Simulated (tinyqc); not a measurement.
Inside a calculation. Method: CCSD on RHF in the sto-3g basis, for H6, spin multiplicity 1. Computed by tinyqc, a small Python program that keeps every step (integrals from PySCF). Settings: charge = 0, multiplicity = 1, basis = sto-3g, method = RHF, energy threshold = 1e-10, iteration cap = 74, orthogonalisation = canonical, start = core, DIIS depth = 6, amplitude equations = CCSD, DIIS depth for amplitudes = 0, cap on updates = 89. Command: `OMP_NUM_THREADS=1 python tinyqc.py 27191 27192 out.jsonl` (the two numbers bound the seeds that draw the settings). One thread of a shared host (Intel(R) Xeon(R) Processor @ 2.60GHz), about 0.3 s of CPU time with the checks. The early iterations of the SCF are left out here.

## One-electron integrals

Geometry (angstrom):
```
atom,x,y,z
H,0.000000,0.000000,0.000000
H,0.000000,0.000000,0.754000
H,0.000000,0.000000,2.170000
H,0.000000,0.000000,2.924000
H,0.000000,0.000000,4.339000
H,0.000000,0.000000,5.093000
```

Basis sto-3g: exponents (1/bohr^2) and contraction coefficients of normalised primitives:
```
element,l (shell),exponent,coefficient
H,s (1),3.425251,0.154329
H,s (1),0.623914,0.535328
H,s (1),0.168855,0.444635
```

Overlap, kinetic and nuclear-attraction integrals over the contracted functions; the nuclear repulsion is the sum of Za Zb / Rab.

nuclear repulsion = 4.68628034 hartree

overlap S:
```
,1H 1s,2H 1s,3H 1s,4H 1s,5H 1s,6H 1s
1H 1s,1.000000,0.650721,0.089602,0.021414,0.000725,0.000081
2H 1s,0.650721,1.000000,0.289179,0.089602,0.004919,0.000725
3H 1s,0.089602,0.289179,1.000000,0.650721,0.089756,0.021458
4H 1s,0.021414,0.089602,0.650721,1.000000,0.289583,0.089756
5H 1s,0.000725,0.004919,0.089756,0.289583,1.000000,0.650721
6H 1s,0.000081,0.000725,0.021458,0.089756,0.650721,1.000000
```

kinetic energy T (hartree):
```
,1H 1s,2H 1s,3H 1s,4H 1s,5H 1s,6H 1s
1H 1s,0.760032,0.228695,-0.011343,-0.007289,-0.000572,-0.000089
2H 1s,0.228695,0.760032,0.017895,-0.011343,-0.002659,-0.000572
3H 1s,-0.011343,0.017895,0.760032,0.228695,-0.011340,-0.007297
4H 1s,-0.007289,-0.011343,0.228695,0.760032,0.018008,-0.011340
5H 1s,-0.000572,-0.002659,-0.011340,0.018008,0.760032,0.228695
6H 1s,-0.000089,-0.000572,-0.007297,-0.011340,0.228695,0.760032
```

nuclear attraction V (hartree):
```
,1H 1s,2H 1s,3H 1s,4H 1s,5H 1s,6H 1s
1H 1s,-2.522648,-1.661137,-0.208022,-0.049145,-0.001622,-0.000182
2H 1s,-1.661137,-2.756929,-0.700602,-0.215639,-0.011201,-0.001622
3H 1s,-0.208022,-0.700602,-2.912337,-1.830383,-0.216054,-0.049258
4H 1s,-0.049145,-0.215639,-1.830383,-2.912529,-0.701776,-0.208427
5H 1s,-0.001622,-0.011201,-0.216054,-0.701776,-2.757295,-1.661299
6H 1s,-0.000182,-0.001622,-0.049258,-0.208427,-1.661299,-2.522822
```

core Hamiltonian H = T + V (hartree):
```
,1H 1s,2H 1s,3H 1s,4H 1s,5H 1s,6H 1s
1H 1s,-1.762616,-1.432442,-0.219365,-0.056434,-0.002194,-0.000271
2H 1s,-1.432442,-1.996897,-0.682708,-0.226982,-0.013861,-0.002194
3H 1s,-0.219365,-0.682708,-2.152305,-1.601688,-0.227394,-0.056555
4H 1s,-0.056434,-0.226982,-1.601688,-2.152497,-0.683768,-0.219767
5H 1s,-0.002194,-0.013861,-0.227394,-0.683768,-1.997263,-1.432604
6H 1s,-0.000271,-0.002194,-0.056555,-0.219767,-1.432604,-1.762790
```

## Two-electron integrals

Functions are numbered as in S; the eight-fold symmetry (ij|kl) = (ji|kl) = (kl|ij) leaves the list below.

Two-electron integrals (ij|kl) in chemists' order, unique and non-zero (hartree):
```
i,j,k,l,(ij|kl)
1,1,1,1,0.774606
2,1,1,1,0.436638
2,1,2,1,0.288400
2,2,1,1,0.564741
2,2,2,1,0.436638
2,2,2,2,0.774606
3,1,1,1,0.040161
3,1,2,1,0.029525
3,1,2,2,0.050817
3,1,3,1,0.004034
3,2,1,1,0.104425
3,2,2,1,0.083853
3,2,2,2,0.158852
3,2,3,1,0.013452
3,2,3,2,0.048374
3,3,1,1,0.243428
3,3,2,1,0.191873
3,3,2,2,0.363938
3,3,3,1,0.040161
3,3,3,2,0.158852
3,3,3,3,0.774606
4,1,1,1,0.007838
4,1,2,1,0.005966
4,1,2,2,0.010646
4,1,3,1,0.000903
4,1,3,2,0.003148
4,1,3,3,0.010646
4,1,4,1,0.000213
4,2,1,1,0.026798
4,2,2,1,0.021318
4,2,2,2,0.040161
4,2,3,1,0.003656
4,2,3,2,0.013452
4,2,3,3,0.050817
4,2,4,1,0.000903
4,2,4,2,0.004034
4,3,1,1,0.135711
4,3,2,1,0.104177
4,3,2,2,0.191873
4,3,3,1,0.021318
4,3,3,2,0.083853
4,3,3,3,0.436638
4,3,4,1,0.005966
4,3,4,2,0.029525
4,3,4,3,0.288400
4,4,1,1,0.180963
4,4,2,1,0.135711
4,4,2,2,0.243428
4,4,3,1,0.026798
4,4,3,2,0.104425
4,4,3,3,0.564741
4,4,4,1,0.007838
4,4,4,2,0.040161
4,4,4,3,0.436638
4,4,4,4,0.774606
5,1,1,1,0.000180
5,1,2,1,0.000140
5,1,2,2,0.000258
5,1,3,1,0.000025
5,1,3,2,0.000095
5,1,3,3,0.000395
5,1,4,1,0.000007
5,1,4,2,0.000030
5,1,4,3,0.000241
5,1,4,4,0.000343
5,1,5,1,2.38e-07
5,2,1,1,0.001054
5,2,2,1,0.000812
5,2,2,2,0.001494
5,2,3,1,0.000153
5,2,3,2,0.000579
5,2,3,3,0.002575
5,2,4,1,0.000041
5,2,4,2,0.000193
5,2,4,3,0.001682
5,2,4,4,0.002575
5,2,5,1,1.57e-06
5,2,5,2,0.000011
5,3,1,1,0.014868
5,3,2,1,0.011039
5,3,2,2,0.019583
5,3,3,1,0.002099
5,3,3,2,0.008015
5,3,3,3,0.040240
5,3,4,1,0.000592
5,3,4,2,0.002937
5,3,4,3,0.029582
5,3,4,4,0.050914
5,3,5,1,0.000026
5,3,5,2,0.000193
5,3,5,3,0.004048
5,4,1,1,0.042511
5,4,2,1,0.031009
5,4,2,2,0.053880
5,4,3,1,0.005641
5,4,3,2,0.021158
5,4,3,3,0.104599
5,4,4,1,0.001602
5,4,4,2,0.008012
5,4,4,3,0.083993
5,4,4,4,0.159120
5,4,5,1,0.000072
5,4,5,2,0.000580
5,4,5,3,0.013496
5,4,5,4,0.048520
5,5,1,1,0.121958
5,5,2,1,0.087067
5,5,2,2,0.147608
5,5,3,1,0.014845
5,5,3,2,0.053815
5,5,3,3,0.243539
5,5,4,1,0.004054
5,5,4,2,0.019553
5,5,4,3,0.191975
5,5,4,4,0.364163
5,5,5,1,0.000180
5,5,5,2,0.001494
5,5,5,3,0.040240
5,5,5,4,0.159120
5,5,5,5,0.774606
6,1,1,1,0.000017
6,1,2,1,0.000013
6,1,2,2,0.000024
6,1,3,1,2.46e-06
6,1,3,2,0.000009
6,1,3,3,0.000043
6,1,4,1,6.65e-07
6,1,4,2,3.17e-06
6,1,4,3,0.000028
6,1,4,4,0.000043
6,1,5,1,2.61e-08
6,1,5,2,1.81e-07
6,1,5,3,3.18e-06
6,1,5,4,0.000009
6,1,5,5,0.000024
6,2,1,1,0.000133
6,2,2,1,0.000100
6,2,2,2,0.000180
6,2,3,1,0.000019
6,2,3,2,0.000072
6,2,3,3,0.000343
6,2,4,1,0.000005
6,2,4,2,0.000025
6,2,4,3,0.000241
6,2,4,4,0.000395
6,2,5,1,2.16e-07
6,2,5,2,1.57e-06
6,2,5,3,0.000030
6,2,5,4,0.000095
6,2,5,5,0.000258
6,2,6,1,2.61e-08
6,2,6,2,2.38e-07
6,3,1,1,0.003183
6,3,2,1,0.002329
6,3,2,2,0.004062
6,3,3,1,0.000427
6,3,3,2,0.001603
6,3,3,3,0.007856
6,3,4,1,0.000120
6,3,4,2,0.000592
6,3,4,3,0.005980
6,3,4,4,0.010670
6,3,5,1,0.000005
6,3,5,2,0.000041
6,3,5,3,0.000907
6,3,5,4,0.003159
6,3,5,5,0.010670
6,3,6,1,6.66e-07
6,3,6,2,0.000007
6,3,6,3,0.000214
6,4,1,1,0.011994
6,4,2,1,0.008658
6,4,2,2,0.014868
6,4,3,1,0.001528
6,4,3,2,0.005643
6,4,3,3,0.026850
6,4,4,1,0.000426
6,4,4,2,0.002099
6,4,4,3,0.021360
6,4,4,4,0.040240
6,4,5,1,0.000019
6,4,5,2,0.000153
6,4,5,3,0.003669
6,4,5,4,0.013496
6,4,5,5,0.050914
6,4,6,1,2.47e-06
6,4,6,2,0.000026
6,4,6,3,0.000907
6,4,6,4,0.004048
6,5,1,1,0.073108
6,5,2,1,0.051796
6,5,2,2,0.087067
6,5,3,1,0.008645
6,5,3,2,0.030971
6,5,3,3,0.135764
6,5,4,1,0.002324
6,5,4,2,0.011023
6,5,4,3,0.104225
6,5,4,4,0.191975
6,5,5,1,0.000100
6,5,5,2,0.000812
6,5,5,3,0.021360
6,5,5,4,0.083993
6,5,5,5,0.436638
6,5,6,1,0.000013
6,5,6,2,0.000140
6,5,6,3,0.005980
6,5,6,4,0.029582
6,5,6,5,0.288400
6,6,1,1,0.103903
6,6,2,1,0.073108
6,6,2,2,0.121958
6,6,3,1,0.011975
6,6,3,2,0.042458
6,6,3,3,0.181025
6,6,4,1,0.003177
6,6,4,2,0.014845
6,6,4,3,0.135764
6,6,4,4,0.243539
6,6,5,1,0.000133
6,6,5,2,0.001054
6,6,5,3,0.026850
6,6,5,4,0.104599
6,6,5,5,0.564741
6,6,6,1,0.000017
6,6,6,2,0.000180
6,6,6,3,0.007856
6,6,6,4,0.040240
6,6,6,5,0.436638
6,6,6,6,0.774606
```

## Orthogonalisation

S = U s U^T; canonical form X = U s^(-1/2), so that X^T S X = 1. Each column of U has its largest component positive (the first on a tie).

eigenvalues of S: 0.241589  0.322252  0.428021  1.323310  1.674670  2.010158

X:
```
,1,2,3,4,5,6
1H 1s,-0.564795,-0.837696,-0.651618,-0.368880,0.379585,0.215899
2H 1s,0.771550,0.903652,0.499612,-0.254664,0.385888,0.274079
3H 1s,-1.073704,-0.188129,0.702611,0.420408,0.077681,0.356023
4H 1s,1.074274,-0.187186,-0.702442,0.420199,-0.077574,0.356149
5H 1s,-0.773165,0.902484,-0.499885,-0.255004,-0.385286,0.274540
6H 1s,0.565943,-0.836616,0.652031,-0.369348,-0.378999,0.216274
```

## Starting guess

The start is the orbitals of the core Hamiltonian; D = 2 C_occ C_occ^T.

D at the start:
```
,1H 1s,2H 1s,3H 1s,4H 1s,5H 1s,6H 1s
1H 1s,0.200864,0.475344,-0.017387,-0.158914,0.060514,0.043843
2H 1s,0.475344,1.140027,0.049578,-0.324280,0.044187,0.060554
3H 1s,-0.017387,0.049578,0.704180,0.576712,-0.324692,-0.159107
4H 1s,-0.158914,-0.324280,0.576712,0.704548,0.049531,-0.017548
5H 1s,0.060514,0.044187,-0.324692,0.049531,1.140342,0.475211
6H 1s,0.043843,0.060554,-0.159107,-0.017548,0.475211,0.200713
```

## Iteration 6 (converged): orbitals

converged F (hartree):
```
,1H 1s,2H 1s,3H 1s,4H 1s,5H 1s,6H 1s
1H 1s,-0.360516,-0.592092,-0.109324,-0.022131,-0.000222,-0.001541
2H 1s,-0.592092,-0.387933,-0.233234,-0.109304,-0.008556,-0.000221
3H 1s,-0.109324,-0.233234,-0.391550,-0.597636,-0.109490,-0.022177
4H 1s,-0.022131,-0.109304,-0.597636,-0.391632,-0.233591,-0.109510
5H 1s,-0.000222,-0.008556,-0.109490,-0.233591,-0.388024,-0.592106
6H 1s,-0.001541,-0.000221,-0.022177,-0.109510,-0.592106,-0.360523
```

Diagonalise F' = X^T F X, C = X C', fill 3 alpha and 3 beta electrons from the bottom; D = 2 C_occ C_occ^T. Each column has its largest component positive (the first on a tie).

F' = X^T F X (hartree):
```
,1,2,3,4,5,6
1,1.026513,0.000032,0.007687,-0.000084,-0.028517,-0.000001
2,0.000032,0.716971,0.000009,0.038296,-0.000008,0.011538
3,0.007687,0.000009,0.465713,0.000005,0.012403,0.000006
4,-0.000084,0.038296,0.000005,-0.494008,0.000000,-0.003873
5,-0.028517,-0.000008,0.012403,0.000000,-0.585002,0.000014
6,-0.000001,0.011538,0.000006,-0.003873,0.000014,-0.659223
```

orbital energies (hartree): MO1 -0.659427, MO2 -0.585656, MO3 -0.495108, MO4 0.465763, MO5 0.718275, MO6 1.027116

coefficients C:
```
,MO1,MO2,MO3,MO4,MO5,MO6
1H 1s,0.213954,0.377279,-0.347937,-0.639481,-0.847067,-0.580060
2H 1s,0.259192,0.393582,-0.289793,0.494095,0.897348,0.771324
3H 1s,0.368312,0.050312,0.416710,0.717507,-0.171693,-1.065504
4H 1s,0.368455,-0.050046,0.416598,-0.717323,-0.171005,1.065994
5H 1s,0.259808,-0.392904,-0.290176,-0.494400,0.896293,-0.772750
6H 1s,0.214447,-0.376616,-0.348380,0.639939,-0.846063,0.581080
```

D after iteration 6:
```
,1H 1s,2H 1s,3H 1s,4H 1s,5H 1s,6H 1s
1H 1s,0.618351,0.609550,-0.094411,-0.169998,0.016631,0.050013
2H 1s,0.609550,0.612134,-0.010988,-0.089848,-0.006417,0.016624
3H 1s,-0.094411,-0.010988,0.623664,0.613578,-0.089994,-0.170278
4H 1s,-0.169998,-0.089848,0.613578,0.623636,-0.010992,-0.094545
5H 1s,0.016631,-0.006417,-0.089994,-0.010992,0.612151,0.609561
6H 1s,0.050013,0.016624,-0.170278,-0.094545,0.609561,0.618391
```

## Convergence

Stop when the energy changes by less than 1e-10 hartree and every element of the error matrix X^T (F D S - S D F) X is below 3e-06.

Course of the cycle:
```
iteration,E (hartree),change,largest element of the error matrix
1,-3.13726090,-,4.29e-01
2,-3.32000858,-1.83e-01,4.23e-02
3,-3.32131592,-1.31e-03,3.23e-03
4,-3.32133265,-1.67e-05,7.40e-05
5,-3.32133265,-4.19e-09,3.51e-06
6,-3.32133265,-6.24e-12,1.62e-07
```

PySCF RHF in the same basis = -3.32133265 hartree

Converged in 6 iterations.

## Populations, bond orders and dipole

Mulliken: Z minus the diagonal of D S on the atom; Loewdin: the same with S^(1/2) D S^(1/2); Mayer order: 2 sum_s sum (D(s) S)_ij (D(s) S)_ji over the two atoms.

Charges (e):
```
atom,Mulliken,Loewdin
1H,-0.002914,-0.009843
2H,0.002467,0.009342
3H,0.000436,0.000471
4H,0.000457,0.000530
5H,0.002475,0.009370
6H,-0.002921,-0.009870
```

Mayer bond orders:
```
pair,order
2-1,0.974322
3-1,-0.000953
3-2,0.026292
4-1,0.024706
4-2,-0.000964
4-3,0.950839
5-1,-0.000024
5-2,0.000367
5-3,-0.000965
5-4,0.026373
6-1,0.001940
6-2,-0.000024
6-3,0.024786
6-4,-0.000954
6-5,0.974243
```

dipole moment about the origin, x y z (debye): 0.000000  0.000000  0.000026

## Integrals over molecular orbitals

(pq|rs) = sum C_ip C_jq C_kr C_ls (ij|kl), one index at a time.

one-electron integrals over orbitals h = C^T H C (hartree):
```
,1,2,3,4,5,6
1,-2.205777,0.000054,-0.130161,0.000194,-0.071681,0.000052
2,0.000054,-2.013405,-0.000120,-0.131584,-0.000144,-0.065855
3,-0.130161,-0.000120,-2.048239,-0.000085,0.125214,-0.000160
4,0.000194,-0.131584,-0.000085,-1.516815,0.000147,0.141926
5,-0.071681,-0.000144,0.125214,0.000147,-1.225658,0.000032
6,0.000052,-0.065855,-0.000160,0.141926,0.000032,-1.141510
```

Two-electron integrals over orbitals (pq|rs), unique and non-zero (hartree):
```
p,q,r,s,(pq|rs)
1,1,1,1,0.403516
2,1,1,1,-0.000208
2,1,2,1,0.130897
2,2,1,1,0.318772
2,2,2,1,0.000303
2,2,2,2,0.395148
3,1,1,1,0.081501
3,1,2,1,0.000195
3,1,2,2,-0.069584
3,1,3,1,0.142753
3,2,1,1,0.000258
3,2,2,1,-0.133914
3,2,2,2,-0.000379
3,2,3,1,-0.000106
3,2,3,2,0.148876
3,3,1,1,0.389470
3,3,2,1,-0.000128
3,3,2,2,0.337416
3,3,3,1,0.053914
3,3,3,2,0.000178
3,3,3,3,0.390988
4,1,1,1,-0.000107
4,1,2,1,0.027821
4,1,2,2,0.000032
4,1,3,1,-0.000013
4,1,3,2,-0.000275
4,1,3,3,-0.000007
4,1,4,1,0.077948
4,2,1,1,0.043046
4,2,2,1,0.000016
4,2,2,2,-0.006805
4,2,3,1,0.041527
4,2,3,2,0.000028
4,2,3,3,0.016205
4,2,4,1,-0.000022
4,2,4,2,0.061494
4,3,1,1,-0.000036
4,3,2,1,0.049007
4,3,2,2,0.000098
4,3,3,1,0.000121
4,3,3,2,-0.047706
4,3,3,3,-0.000022
4,3,4,1,0.016547
4,3,4,2,0.000046
4,3,4,3,0.065984
4,4,1,1,0.383213
4,4,2,1,-0.000072
4,4,2,2,0.334206
4,4,3,1,0.047818
4,4,3,2,0.000108
4,4,3,3,0.376583
4,4,4,1,-0.000027
4,4,4,2,0.022659
4,4,4,3,-2.81e-06
4,4,4,4,0.389014
5,1,1,1,0.008676
5,1,2,1,-0.000023
5,1,2,2,0.020792
5,1,3,1,-0.016661
5,1,3,2,-2.36e-06
5,1,3,3,-0.005693
5,1,4,1,-0.000089
5,1,4,2,0.041539
5,1,4,3,0.000020
5,1,4,4,0.002280
5,1,5,1,0.045613
5,2,1,1,0.000009
5,2,2,1,0.013111
5,2,2,2,0.000043
5,2,3,1,0.000005
5,2,3,2,0.005667
5,2,3,3,0.000022
5,2,4,1,0.054198
5,2,4,2,0.000137
5,2,4,3,-0.038800
5,2,4,4,0.000020
5,2,5,1,0.000055
5,2,5,2,0.088284
5,3,1,1,-0.052727
5,3,2,1,-0.000021
5,3,2,2,-0.000227
5,3,3,1,-0.045918
5,3,3,2,-0.000015
5,3,3,3,-0.030300
5,3,4,1,0.000039
5,3,4,2,-0.059361
5,3,4,3,-0.000068
5,3,4,4,-0.025697
5,3,5,1,-0.037987
5,3,5,2,-0.000099
5,3,5,3,0.063170
5,4,1,1,-0.000267
5,4,2,1,0.132276
5,4,2,2,0.000364
5,4,3,1,0.000097
5,4,3,2,-0.142345
5,4,3,3,-0.000180
5,4,4,1,0.007177
5,4,4,2,-0.000026
5,4,4,3,0.049049
5,4,4,4,-0.000123
5,4,5,1,1.22e-06
5,4,5,2,-0.004306
5,4,5,3,0.000017
5,4,5,4,0.152335
5,5,1,1,0.329615
5,5,2,1,0.000198
5,5,2,2,0.395531
5,5,3,1,-0.060055
5,5,3,2,-0.000258
5,5,3,3,0.345354
5,5,4,1,0.000020
5,5,4,2,-0.002868
5,5,4,3,0.000065
5,5,4,4,0.353766
5,5,5,1,0.021594
5,5,5,2,0.000041
5,5,5,3,-0.001816
5,5,5,4,0.000268
5,5,5,5,0.418101
6,1,1,1,0.000008
6,1,2,1,-0.002437
6,1,2,2,-0.000034
6,1,3,1,0.000046
6,1,3,2,-0.008199
6,1,3,3,-3.07e-06
6,1,4,1,-0.027909
6,1,4,2,-0.000050
6,1,4,3,-0.053906
6,1,4,4,5.58e-07
6,1,5,1,-0.000054
6,1,5,2,0.031861
6,1,5,3,0.000064
6,1,5,4,0.005538
6,1,5,5,-0.000039
6,1,6,1,0.065139
6,2,1,1,0.016407
6,2,2,1,-0.000011
6,2,2,2,0.027444
6,2,3,1,-0.013980
6,2,3,2,-0.000006
6,2,3,3,0.006155
6,2,4,1,-0.000061
6,2,4,2,0.039402
6,2,4,3,0.000010
6,2,4,4,0.004202
6,2,5,1,0.042758
6,2,5,2,0.000089
6,2,5,3,-0.041124
6,2,5,4,4.91e-06
6,2,5,5,0.026480
6,2,6,1,-0.000043
6,2,6,2,0.044622
6,3,1,1,0.000119
6,3,2,1,-0.033198
6,3,2,2,-0.000034
6,3,3,1,-3.47e-06
6,3,3,2,0.009150
6,3,3,3,0.000030
6,3,4,1,-0.076361
6,3,4,2,0.000017
6,3,4,3,-0.019396
6,3,4,4,0.000022
6,3,5,1,0.000086
6,3,5,2,-0.054441
6,3,5,3,-0.000040
6,3,5,4,-0.008392
6,3,5,5,-0.000019
6,3,6,1,0.028526
6,3,6,2,0.000066
6,3,6,3,0.081805
6,4,1,1,-0.082405
6,4,2,1,-0.000137
6,4,2,2,0.061908
6,4,3,1,-0.135895
6,4,3,2,0.000047
6,4,3,3,-0.054418
6,4,4,1,0.000019
6,4,4,2,-0.043366
6,4,4,3,-0.000103
6,4,4,4,-0.052924
6,4,5,1,0.013538
6,4,5,2,-0.000007
6,4,5,3,0.046291
6,4,5,4,-0.000045
6,4,5,5,0.063619
6,4,6,1,-0.000040
6,4,6,2,0.012716
6,4,6,3,-0.000007
6,4,6,4,0.145286
6,5,1,1,-0.000205
6,5,2,1,0.132535
6,5,2,2,0.000311
6,5,3,1,0.000201
6,5,3,2,-0.136324
6,5,3,3,-0.000124
6,5,4,1,0.029631
6,5,4,2,0.000018
6,5,4,3,0.051755
6,5,4,4,-0.000069
6,5,5,1,-0.000025
6,5,5,2,0.013982
6,5,5,3,-0.000025
6,5,5,4,0.142344
6,5,5,5,0.000219
6,5,6,1,-0.003984
6,5,6,2,-0.000012
6,5,6,3,-0.037019
6,5,6,4,-0.000156
6,5,6,5,0.146995
6,6,1,1,0.428417
6,6,2,1,-0.000168
6,6,2,2,0.336962
6,6,3,1,0.088734
6,6,3,2,0.000224
6,6,3,3,0.414717
6,6,4,1,-0.000106
6,6,4,2,0.048694
6,6,4,3,-0.000018
6,6,4,4,0.418500
6,6,5,1,0.010616
6,6,5,2,0.000018
6,6,5,3,-0.059626
6,6,5,4,-0.000243
6,6,5,5,0.358783
6,6,6,1,0.000008
6,6,6,2,0.019093
6,6,6,3,0.000122
6,6,6,4,-0.096296
6,6,6,5,-0.000178
6,6,6,6,0.478945
```

## CCSD: starting amplitudes

t_ij^ab = <ij||ab> / (e_i + e_j - e_a - e_b), whose energy is MP2.

Starting amplitudes (spin orbitals 1a, 1b, ...; amplitudes related by a flip of all spins are not repeated; the 24 largest):
```
from,to,t
1a 1b,4a 4b,-0.034638
3a 3b,4a 4b,-0.034335
2a 2b,5a 5b,-0.033853
2a 2b,4a 4b,-0.029243
1a 3b,4a 6b,0.028844
3a 3b,6a 6b,-0.026870
2a 3b,4a 5b,0.026210
3a 3b,5a 5b,-0.026030
1a 2b,4a 5b,-0.022312
1a 3b,4b 6a,-0.020362
1a 1b,6a 6b,-0.019311
2a 3b,5a 6b,0.019263
2a 3b,4b 5a,-0.017132
1a 2b,4b 5a,0.017100
1a 1b,5a 5b,-0.016554
2a 2b,4a 6b,-0.014789
1a 3b,5a 5b,0.014661
2a 3b,5b 6a,-0.014551
1a 2b,5a 6b,-0.014298
2a 2b,6a 6b,-0.013834
1a 2b,5b 6a,0.010654
1a 1b,4a 6b,0.009926
2a 3a,4a 5a,0.009079
1a 3b,6a 6b,-0.008890
```

correlation energy = -0.04129895 hartree

## CCSD: amplitude update 1

t_i^a D_i^a and t_ij^ab D_ij^ab are set to the remaining terms of the spin-orbital equations, evaluated with the old amplitudes; for the doubles these are <ij||ab> + 1/2 <ab||ef> t_ij^ef + 1/2 <mn||ij> t_mn^ab + P(ij)P(ab) <mb||ej> t_im^ae + terms in t^2 + terms with t1, D the orbital-energy denominators.

Amplitudes after update 1 (spin orbitals 1a, 1b, ...; amplitudes related by a flip of all spins are not repeated; the 24 largest):
```
from,to,t
3a 3b,4a 4b,-0.048585
2a 2b,5a 5b,-0.045713
1a 1b,4a 4b,-0.044586
1a 3b,4a 6b,0.039148
2a 2b,4a 4b,-0.038262
2a 3b,4a 5b,0.036013
3a 3b,5a 5b,-0.033170
3a 3b,6a 6b,-0.033012
1a 3b,4b 6a,-0.029295
1a 2b,4a 5b,-0.029172
2a 3b,4b 5a,-0.025466
1a 1b,6a 6b,-0.025406
2a 3b,5a 6b,0.024530
1a 2b,4b 5a,0.023203
2a 2b,4a 6b,-0.021329
1a 3b,5a 5b,0.021296
1a 1b,5a 5b,-0.021054
1a 2b,5a 6b,-0.019339
2a 3b,5b 6a,-0.019209
2a 2b,6a 6b,-0.017135
1a 2b,5b 6a,0.014989
1a 1b,4a 6b,0.013291
1a 3b,6a 6b,-0.011671
1a 3b,4a 4b,-0.010814
```

correlation energy = -0.05531521 hartree

## CCSD: convergence

E_corr = 1/4 sum <ij||ab> t_ij^ab + 1/2 sum <ij||ab> t_i^a t_j^b; stop when the norm of the change is below 1e-8.

Course of the amplitude iterations:
```
update,correlation energy (hartree),norm of the change
0,-0.04129895,-
1,-0.05531521,8.93e-02
2,-0.06016781,3.20e-02
3,-0.06186334,1.16e-02
4,-0.06246481,4.31e-03
5,-0.06268023,1.64e-03
6,-0.06275817,6.49e-04
7,-0.06278665,2.72e-04
8,-0.06279718,1.22e-04
9,-0.06280112,5.76e-05
10,-0.06280263,2.84e-05
11,-0.06280322,1.44e-05
12,-0.06280345,7.38e-06
13,-0.06280355,3.82e-06
14,-0.06280359,1.99e-06
15,-0.06280361,1.04e-06
16,-0.06280362,5.42e-07
17,-0.06280362,2.84e-07
18,-0.06280362,1.48e-07
19,-0.06280363,7.78e-08
20,-0.06280363,4.07e-08
21,-0.06280363,2.14e-08
22,-0.06280363,1.12e-08
23,-0.06280363,5.87e-09
```

Converged amplitudes (spin orbitals 1a, 1b, ...; amplitudes related by a flip of all spins are not repeated; the 24 largest):
```
from,to,t
3a 3b,4a 4b,-0.059509
2a 2b,5a 5b,-0.052393
1a 1b,4a 4b,-0.048997
1a 3b,4a 6b,0.044341
2a 2b,4a 4b,-0.043351
2a 3b,4a 5b,0.041724
3a 3b,5a 5b,-0.036856
3a 3b,6a 6b,-0.035207
1a 3b,4b 6a,-0.034126
1a 2b,4a 5b,-0.032240
2a 3b,4b 5a,-0.031155
1a 1b,6a 6b,-0.029279
2a 3b,5a 6b,0.026634
1a 2b,4b 5a,0.026143
1a 3b,5a 5b,0.024677
2a 2b,4a 6b,-0.024659
1a 1b,5a 5b,-0.023698
1a 2b,5a 6b,-0.022316
2a 3b,5b 6a,-0.021236
2a 2b,6a 6b,-0.018902
1a 2b,5b 6a,0.017757
1a 1b,4a 6b,0.014962
1a 3b,6a 6b,-0.012936
1a 3b,4a 4b,-0.012467
```

CCSD total energy = -3.38413628 hartree

T1 diagnostic, norm of the one-spin t1 over sqrt(correlated electrons) = 0.001235

Converged in 23 updates.
